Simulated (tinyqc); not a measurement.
# On-chip power grid, static voltage drop by conjugate gradients, step by step

Program tinyqc, `OMP_NUM_THREADS=1 python tinyqc.py 2770163 2770164 out.jsonl`; Intel Xeon 2.30GHz, shared host, one thread, about 0.06 s. Printed values are rounded.

A grid of 3 rows and 3 columns, node k = 3 row + column. Neighbours in a row are joined by Rx, in a column by Ry; pad nodes, which reach the supply through Rp: 0, 2, 6, 8. Each node draws I0, node 2 draws kh I0. The drops u = Vdd - V solve G u = i, with G the conductance matrix (1/Rp added on the diagonal at pad nodes).

Parameters, values chosen for the exercise:
```
symbol,value,unit,meaning
Vdd,1,V,supply voltage
Rx,1,ohm,resistance of a horizontal segment
Ry,1.1,ohm,resistance of a vertical segment
Rp,0.097,ohm,resistance from a pad node to the supply
I0,3.9,mA,load current of an ordinary node
kh,1,,factor on the load at the hot node
```

## Diagonal of G, loads and first direction

G_kk = sum of the conductances at node k. Start u = 0, so the residual is r = i; p = r.

G_kk (S):
```
	col 0	col 1	col 2
row 0	12.2184	2.90909	12.2184
row 1	2.81818	3.81818	2.81818
row 2	12.2184	2.90909	12.2184
```

r at the start (mA):
```
	col 0	col 1	col 2
row 0	3.9	3.9	3.9
row 1	3.9	3.9	3.9
row 2	3.9	3.9	3.9
```

p at the start (mA):
```
	col 0	col 1	col 2
row 0	3.9	3.9	3.9
row 1	3.9	3.9	3.9
row 2	3.9	3.9	3.9
```

## Iteration 1: conjugate-gradient step

u at the start (mV):
```
	col 0	col 1	col 2
row 0	0	0	0
row 1	0	0	0
row 2	0	0	0
```

q = G p; a = (r.r)/(p.q); u(new) = u + a p; r(new) = r - a q; b = (r.r)(new)/(r.r); p(new) = r(new) + b p.

q (mA S):
```
	col 0	col 1	col 2
row 0	40.2062	0.0000	40.2062
row 1	0.0000	0.0000	0.0000
row 2	40.2062	0.0000	40.2062
```

a = 0.218250 ohm

u after iteration 1 (mV):
```
	col 0	col 1	col 2
row 0	0.851175	0.851175	0.851175
row 1	0.851175	0.851175	0.851175
row 2	0.851175	0.851175	0.851175
```

r after iteration 1 (mA):
```
	col 0	col 1	col 2
row 0	-4.87500	3.90000	-4.87500
row 1	3.90000	3.90000	3.90000
row 2	-4.87500	3.90000	-4.87500
```

b = 1.25

p after iteration 1 (mA):
```
	col 0	col 1	col 2
row 0	0.00000	8.77500	0.00000
row 1	8.77500	8.77500	8.77500
row 2	0.00000	8.77500	0.00000
```

## Iteration 2: conjugate-gradient step

As before.

q (mA S):
```
	col 0	col 1	col 2
row 0	-16.7523	17.5500	-16.7523
row 1	15.9545	0.0000	15.9545
row 2	-16.7523	17.5500	-16.7523
```

a = 0.291005 ohm

u after iteration 2 (mV):
```
	col 0	col 1	col 2
row 0	0.85118	3.40475	0.85118
row 1	3.40475	3.40475	3.40475
row 2	0.85118	3.40475	0.85118
```

r after iteration 2 (mA):
```
	col 0	col 1	col 2
row 0	0.00000	-1.20714	0.00000
row 1	-0.74286	3.90000	-0.74286
row 2	0.00000	-1.20714	0.00000
```

b = 0.112371

p after iteration 2 (mA):
```
	col 0	col 1	col 2
row 0	0.00000	-0.22109	0.00000
row 1	0.24320	4.88605	0.24320
row 2	0.00000	-0.22109	0.00000
```

## Course of the conjugate-gradient iteration

Stop when |r| is below 1e-9 mA.

Course of the iteration:
```
iteration	largest u (mV)	|r| (mA)
1	0.851175	13.1
2	3.40475	4.38
3	4.43777	0.279
4	4.43546	< 1e-11
```

Converged in 4 iterations for 9 unknowns; in exact arithmetic the method needs at most 9. The condition number of the matrix is 10.9. Gauss-Seidel sweeps in node order need 29 to reach the same residual.

## Worst drop, pad currents and power lost

converged u (mV):
```
	col 0	col 1	col 2
row 0	0.85118	3.31189	0.85118
row 1	3.50689	4.43546	3.50689
row 2	0.85118	3.31189	0.85118
```

Pad current u/Rp; worst drop as a share of Vdd; power lost in the grid and pads sum_k i_k u_k; power delivered sum_k i_k (Vdd - u_k).

worst drop = 4.43546 mV
share of Vdd = 0.443546 %
pad currents (mA): node 0 8.775, node 2 8.775, node 6 8.775, node 8 8.775
power lost = 0.0837631 mW
power delivered = 35.0162 mW

The pad currents add up to the total load, 35.10 mA. The worst drop is at node 4.
